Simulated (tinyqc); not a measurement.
Ways to converge the cycle: SCF convergence aids in the 6-31g basis, for H2, spin multiplicity 1. Computed by the program tinyqc with PySCF. RHF with one setting changed at a time; a run stops when the energy changes by less than 1e-09 hartree and the error matrix is below 1e-5. The start is the Wolfsberg-Helmholz matrix. Damping d keeps d of the old density; a shift (hartree) raises the virtual levels; DIIS n extrapolates F over n matrices.

Geometry (angstrom):
```
atom,x,y,z
H,0.0000,0.0000,0.0000
H,0.0000,0.0000,0.9280
```

lowest restricted solution found by these runs and by PySCF = -1.107308 hartree

Largest element of the error matrix X^T (FDS - SDF) X:
```
iteration,plain,damping 0.3,damping 0.6,shift 0.4,DIIS 3,DIIS 8
1,8.0e-02,8.0e-02,8.0e-02,8.0e-02,8.0e-02,8.0e-02
2,1.2e-02,3.3e-02,5.3e-02,2.7e-02,1.2e-02,1.2e-02
3,1.8e-03,1.3e-02,3.5e-02,9.2e-03,1.9e-05,1.9e-05
4,2.8e-04,5.4e-03,2.3e-02,3.1e-03,7.7e-06,7.7e-06
5,4.3e-05,2.2e-03,1.5e-02,1.1e-03,-,-
6,6.6e-06,8.9e-04,1.0e-02,3.6e-04,-,-
8,-,1.5e-04,4.4e-03,4.1e-05,-,-
10,-,2.4e-05,1.9e-03,4.8e-06,-,-
14,-,6.6e-07,3.7e-04,-,-,-
20,-,-,3.1e-05,-,-,-
30,-,-,4.9e-07,-,-,-
```

How each run ends:
```
run,iterations,E (hartree),state
plain,7,-1.107308,lowest found
damping 0.3,16,-1.107308,lowest found
damping 0.6,33,-1.107308,lowest found
shift 0.4,10,-1.107308,lowest found
DIIS 3,4,-1.107308,lowest found
DIIS 8,4,-1.107308,lowest found
```

What does the comparison show, and why?

6 of 6 runs reach the lowest restricted solution found, in 4 to 33 iterations (fastest: DIIS 3, DIIS 8). Plain steps already contract here, so damping only slows them. DIIS 3 and DIIS 8 gain by cancelling the error over several earlier matrices, much as a quasi-Newton step does.
